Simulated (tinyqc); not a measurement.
Worked calculation: Hubbard chain of 4 sites. One step of it, computed by the program tinyqc.

Task: Mean-field iteration 3. H(up) = T + U n(down), H(down) = T + U n(up); fill the lowest levels; n(new) = n + mixing (n(out) - n); E = tr T (rho up + rho down) + U sum n_up n_down of the output.

one-body matrix (hopping and site energies) (eV), lower triangle:
```
           1          2          3         4
1   0.560000
2  -1.700000  -0.630000
3   0.000000  -1.700000   0.840000
4   0.000000   0.000000  -1.700000  0.670000
```

U = 11.900000 eV

electrons, up and down: 2  2

mixing = 1

n(up) after iteration 2: 1 0.975626, 2 0.049388, 3 0.954257, 4 0.020729

n(down) after iteration 2: 1 0.017644, 2 0.965829, 3 0.036915, 4 0.979612

Give: levels, up; levels, down; energy; n(up) after iteration 3; n(down) after iteration 3.

Result:

levels, up (eV): 0.325  0.925  11.358  12.633

levels, down (eV): -0.539  0.715  12.271  12.792

energy = -0.007 eV

n(up) after iteration 3: 1 0.976, 2 0.049, 3 0.954, 4 0.021

n(down) after iteration 3: 1 0.017, 2 0.966, 3 0.037, 4 0.980
